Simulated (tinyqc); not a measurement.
## Bandgap voltage reference from two bipolar transistors: effect of the offset of the amplifier

Two transistors of area 1 and N carry the same current I. Is(T) = Is (T/T0)^eta exp[(Vg0 q/kB)(1/T0 - 1/T)], VBE1 = Vt ln(I/Is(T)) + I rb, VBE2 = Vt ln(I/(N Is(T))) + I rb/N. The amplifier forces I R1(T) = VBE1 - VBE2 + Vos, with R(T) = R (1 + tc (T - T0)) for both resistors, and the output is Vref = VBE1 + I R2(T). Base currents and the Early effect are neglected.

Vt = kB T/q; I = (Vt ln N + Vos)/(R1(T) - rb (1 - 1/N)). Box coefficient: span of Vref between 233 and 398 K over its average over T and over 165 K. The last column is the R2 that gives zero slope at T0.

Parameters, values chosen for the exercise; values of the order met in silicon bipolar transistors: reference temperature T0 = 298 K; band-gap voltage extrapolated to 0 K Vg0 = 1.178 V; temperature exponent of the saturation current eta = 4.3; saturation current of the unit transistor at T0 Is = 3e-17 A; area ratio of the second transistor N = 10; resistor across which the difference of VBE falls, at T0 R1 = 27 kohm; temperature coefficient of both resistors tc = -1500 ppm/K; series resistance of the unit transistor rb = 0 ohm; output resistor at T0 R2 = 283.6 kohm.

Constants: q = 1.602176634e-19 C, kB = 1.380649e-23 J/K. Results are converted to the units shown.

Effect of the offset of the amplifier:
```
Vos (mV)	I at T0 (uA)	Vref at T0 (V)	slope at T0 (uV/K)	box coefficient (ppm/K)	R2 for zero slope (kohm)
-5	2.005	1.209	41.15	29.01	278.0
-3	2.079	1.231	40.92	28.33	278.0
-1	2.153	1.252	40.82	27.76	278.0
0	2.190	1.263	40.80	27.51	278.0
1	2.227	1.274	40.81	27.28	278.0
3	2.301	1.296	40.91	26.88	278.0
5	2.375	1.318	41.08	26.55	278.0
```

Read the table: what changes, and by how much?

As Vos goes from -5 to 5, Vref rises from 1.209 to 1.318 V and the box coefficient falls from 29.0 to 26.6 ppm/K. Each mV of offset moves Vref by 10.9 mV, about R2/R1 = 10.5 plus the change of VBE1 with the current.

Computed by the program tinyqc: `OMP_NUM_THREADS=1 python tinyqc.py 2062071 2062072 out.jsonl`, one thread of a shared Intel Xeon 2.30GHz, about 0.02 s for the whole run.
